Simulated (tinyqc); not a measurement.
One-dimensional ballistic tunnel FET, two-band WKB: one step of the calculation.

A p-type source for x < 0 with its Fermi level at 0 and its valence edge at ds; in the channel the bands fall as D exp(-x/lam) towards their flat values, with the conduction edge at Ec = ds - dP and D = dP + Eg. The gate moves dP one to one. The drain Fermi level lies at -Vd and the drain side reflects nothing. For w = E - Ec between 0 and dP an electron crosses the gap. Two-band dispersion with equal masses m: inside the gap kappa = sqrt(m u (1 - u/Eg)/C), u the distance from a band edge, C = hbar^2/(2 m0).

Problem. The path through the gap by the midpoint rule. At w = w0 the path runs from xa = lam ln(D/(w + Eg)) to xb = lam ln(D/w); u(x) = w + Eg - D exp(-x/lam) is the height above the valence edge. Cut it into nc equal cells: S = 2 (cell width) times the sum of kappa at the centres.

Values chosen for this exercise; band and dielectric values close to those of indium phosphide:

| symbol | value | unit | meaning |
|---|---|---|---|
| Eg | 1.35 | eV | band gap |
| m | 0.086 | m0 | band-edge mass of the two-band model |
| lam | 3.7 | nm | screening length of the source junction |
| dP | 0.36 | eV | tunnelling window Ev(source) - Ec(channel) |
| w0 | 0.13 | eV | energy above the channel conduction edge |
| nc | 9 |  | cells of the path |

Constants: q = 1.602176634e-19 C, hbar = 1.054571817e-34 J s, m0 = 9.1093837015e-31 kg, hbar^2/(2 m0) = 0.0380998212 eV nm^2. Results are converted to the units shown.

Find: xa; xb; x; u; kappa; S.

Solution.

xa = 0.53447 nm
xb = 9.5338 nm

```
cell  x (nm)  u (eV)  kappa (1/nm)
0     1.0344  0.1871       0.60310
1     2.0344  0.4932       0.84058
2     3.0343  0.7269       0.87023
3     4.0342  0.9053       0.82047
4     5.0342  1.0414       0.73307
5     6.0341  1.1452       0.62617
6     7.0340  1.2245       0.50687
7     8.0339  1.2850       0.37366
8     9.0339  1.3312       0.20461
```

S = 11.157

Computed by the program tinyqc: `OMP_NUM_THREADS=1 python tinyqc.py 2620063 2620064 out.jsonl`, one thread of a shared Intel Xeon 2.30GHz, about 0.01 s for the whole run.
